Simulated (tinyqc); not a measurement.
Enthalpies against pressure: pressure-driven transition between two phases with analytic equations of state. Computed by tinyqc, a small Python program. Command: `OMP_NUM_THREADS=1 python tinyqc.py 3026982 3026983 out.jsonl transition walk`. One thread of a shared host (Intel(R) Xeon(R) Processor @ 2.30GHz), about 0.03 s of CPU time with the checks.

Each phase obeys E = E0 + (B0 V/B') [(V0/V)^B'/(B' - 1) + 1] - B0 V0/(B' - 1), P = (B0/B') [(V0/V)^B' - 1]; E0 = 0 for phase 1 and Delta E0 for phase 2. H = E + P V.

Inputs (values chosen for the exercise, for two model phases):

| quantity | value | unit |
|---|---|---|
| volume V0 of phase 1 | 27.5 | angstrom^3/atom |
| B0 of phase 1 | 80.9 | GPa |
| B' of phase 1 | 5 | - |
| volume V0 of phase 2 | 21.9 | angstrom^3/atom |
| B0 of phase 2 | 118 | GPa |
| B' of phase 2 | 4.31 | - |
| energy of phase 2 above phase 1, Delta E0 | 0.15 | eV/atom |

Equation of state: Murnaghan.

Constants: 1 eV/angstrom^3 = 160.2176634 GPa.

Method. Start from P = Delta E0/(V0 of phase 1 - V0 of phase 2); at each P solve P(V) = P for both phases and step P(new) = P - (H_2 - H_1)/(V_2 - V_1); stop when |H_2 - H_1| < 1e-10 eV. At the zero-temperature transition the volume change is V_2/V_1 - 1 and the work is P (V_1 - V_2). For each P solve P(V) = P in both phases.

transition pressure = 4.53541 GPa

V_1 at the transition = 26.1740 angstrom^3

V_2 at the transition = 21.1348 angstrom^3

Both phases:

| P (GPa) | V_1 (angstrom^3) | V_2 (angstrom^3) | H_2 - H_1 (meV/atom) | stable |
|---|---|---|---|---|
| 0.0 | 27.500 | 21.900 | 150.00 | phase 1 |
| 1.1 | 27.141 | 21.701 | 112.11 | phase 1 |
| 2.3 | 26.779 | 21.494 | 71.96 | phase 1 |
| 3.4 | 26.471 | 21.313 | 36.12 | phase 1 |
| 4.2 | 26.260 | 21.187 | 10.58 | phase 1 |
| 4.9 | 26.083 | 21.079 | -11.43 | phase 2 |
| 5.9 | 25.842 | 20.930 | -42.37 | phase 2 |
| 7.3 | 25.526 | 20.731 | -84.76 | phase 2 |

H_2 - H_1 changes with slope V_2 - V_1, from -5.600 to -4.795 angstrom^3 per atom over the table, and passes zero at 4.54 GPa. An error of 10 meV per atom in Delta E0 moves the transition by about 0.32 GPa.
